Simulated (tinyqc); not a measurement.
Changing the magnetic field B: hydrogenic impurity: series, fields, screening, photoionisation and donor-acceptor pairs. Computed by tinyqc, a small Python program. Command: `OMP_NUM_THREADS=1 python tinyqc.py 3024061 3024062 out.jsonl hydrogenic sweep`. One thread of a shared host (Intel(R) Xeon(R) Processor @ 2.30GHz), about 0.02 s of CPU time with the checks.

One isotropic, parabolic band. Effective units: Ry* and a*, in which H = -nabla^2 - 2/r.

Inputs (values chosen for the exercise, modelled on GaN): electron mass m = 0.203 m_0; dielectric constant eps = 9.81.

Parts treated: magnetic field and photoionisation.

Constants: Ry = 13.605693123 eV; a_0 = 0.529177210903 angstrom; h x 1 THz = 4.135667696 meV; mu_B = 5.7883818060e-05 eV/T.

Method. Ry* = Ry m/eps^2, a* = a_0 eps/m; level n is bound by Ry*/n^2; <r> = (3/2) a* in 1s; lines 1s -> np at Ry* (1 - 1/n^2); 1 THz = 4.135667696 meV. gamma = hbar omega_c/(2 Ry*) = mu_B B/(m Ry*). For m_z = 0, H = -nabla^2 - 2/r + gamma^2 rho^2/4, and the band edge moves to gamma Ry*. Basis: exp(-al rho^2 - be z^2), al_k = 0.02 x 2.4^k + gamma/4 x c with k = 0..11, be_k = 0.02 x 2.4^k and c = 0, 0.5, 1 (36 functions). With A = al_i + al_j, B = be_i + be_j (not the field) and the common factor pi^(3/2) dropped: S = 1/(A sqrt(B)), kinetic S (4 al_i al_j/A + 2 be_i be_j/B), <rho^2> = S/A, <1/r> = (2/sqrt(pi)) atanh(u)/(A u), u = sqrt(1 - B/A), which is (2/sqrt(pi))/A when A = B; overlap eigenvalues below 1e-11 are dropped. Binding = (gamma - E) Ry*; the spin term shifts level and edge alike.

One run for each value; columns: (1) magnetic field B (T); (2) binding energy in the field (meV); (3) ground level (meV); (4) gamma; (5) magnetic length a*/sqrt(gamma) (angstrom):
```
(1)      (2)     (3)    (4)    (5)
1.7    29.18  -28.70  0.017  196.8
3.2    29.60  -28.69  0.032  143.4
5.9    30.33  -28.65  0.059  105.6
11.0   31.67  -28.53  0.109   77.4
21.0   34.09  -28.10  0.209   56.0
39.0   37.90  -26.78  0.387   41.1
73.0   43.77  -22.96  0.725   30.0
140.0  52.49  -12.57  1.391   21.7
```

Describe and explain the trends.

Over the rows, binding energy in the field (meV) rises from 29.2 to 52.5 (exponent d ln y / d ln x 0.022 between the first rows and 0.28 between the last); ground level (meV) rises from -28.7 to -12.6 (exponent d ln y / d ln x -5.7e-4 between the first rows and -0.93 between the last); gamma rises from 0.0169 to 1.39 (exponent d ln y / d ln x about 1.00 throughout). The band edge rises as gamma Ry*, the donor level at first only as gamma^2/2, so the binding grows; it grows more slowly once the magnetic length is below a*.

Caution (rows 140): the field is beyond non-destructive laboratory magnets (about 100 T).
